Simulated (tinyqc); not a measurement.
# Margin needed against array size

Cells fail independently with probability Q(k) = erfc(k/sqrt(2))/2 when the margin is k standard deviations, and Y = exp(-Nb Q(k)). phi = exp(-k^2/2)/sqrt(2 pi).  k solves Y = exp(-Nb Q(k)); the estimate is sqrt(2 ln(Nb/(-ln Y))).

Inputs (values chosen for the exercise):
```
symbol,value,unit,meaning
Y,0.54,,wanted yield
```

Result of one run:

| allowed Q | k | estimate |
|---|---|---|
| 1.793e-11 | 6.620 | 7.035 |

Which number of cells Nb gave this result: 32768, 524288, 8388608 or 34359738368?

Nb = 34359738368.

The whole series:

| Nb | allowed Q | k | estimate |
|---|---|---|---|
| 2048 | 3.009e-4 | 3.431 | 4.027 |
| 32768 | 1.880e-5 | 4.122 | 4.665 |
| 524288 | 1.175e-6 | 4.721 | 5.226 |
| 8388608 | 7.346e-8 | 5.256 | 5.732 |
| 134217728 | 4.591e-9 | 5.745 | 6.197 |
| 2147483648 | 2.869e-10 | 6.197 | 6.629 |
| 34359738368 | 1.793e-11 | 6.620 | 7.035 |

A 1.68e7-fold larger array raises k only from 3.43 to 6.62; the last factor of 16 costs 0.42 standard deviations. The estimate, which drops the factor 1/(k sqrt(2 pi)) of the tail, is 17 % above k in the first row and 6.3 % above it in the last.

Computed by the program tinyqc: `OMP_NUM_THREADS=1 python tinyqc.py 2090096 2090097 out.jsonl`, one thread of a shared Intel Xeon 2.30GHz, about 0.01 s for the whole run.
